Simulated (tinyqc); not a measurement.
Round nanowire with a gate all round, subbands and threshold shift from confinement: one step of the calculation.

Undoped body with a flat potential across it, hard walls, transport along x. Three valley pairs (g = 2 each) with the longitudinal mass along x, y or z. Non-parabolicity enters the subband edges through E (1 + al E) = gamma, so E = 2 gamma/(1 + sqrt(1 + 4 al gamma)); motion within a subband is taken as parabolic with the band-edge mass. Energies are counted from the bulk band edge.

Question. Threshold shift. Each subband has N_k = g sqrt(2 mx m0 kB T/(pi hbar^2)); without degeneracy n = exp(EF/Vt) sum N_k exp(-E_k/Vt). Classical value Nc times pi t^2/4, Nc = sum over valleys of 2 g (m m0 kB T/(2 pi hbar^2))^1.5 with m = (mx my mz)^(1/3). Threshold shift dVT = Vt ln(classical value/sum N_k exp(-E_k/Vt)). Use the subbands listed.

Inputs (values chosen for the exercise); masses close to those of silicon:
```
symbol  value  unit            meaning
T         300     K        temperature
ml      0.924    m0  longitudinal mass
mt      0.187    m0    transverse mass
t           2    nm           diameter
```

Constants: q = 1.602176634e-19 C, kB = 1.380649e-23 J/K, hbar = 1.054571817e-34 J s, m0 = 9.1093837015e-31 kg, Vt = kB T/q. Results are converted to the units shown.

```
subband	E_k (eV)	N_k (cm^-1)
y0,1	0.70837068	4.0194022e6
z0,1	0.70837068	4.0194022e6
x0,1	1.1782800	8.9346316e6
```

Give: shares; sum N_k exp(-E_k/Vt); Nc; classical value; dVT.

Answer.

shares, subband y0,1 to x0,1 (%): 50.000  50.000  0.000
sum N_k exp(-E_k/Vt) = 1.0118e-5 cm^-1
Nc = 2.7065e19 cm^-3
classical value = 8.5026e5 cm^-1
dVT = 650.29 mV

Range of the model: For the strongly anisotropic y and z valleys the mean inverse mass serves only for l = 0; pairs with l > 0 really split widely.

Program tinyqc, `OMP_NUM_THREADS=1 python tinyqc.py 2350007 2350008 out.jsonl`; Intel Xeon 2.30GHz, shared host, one thread, about 0.2 s.
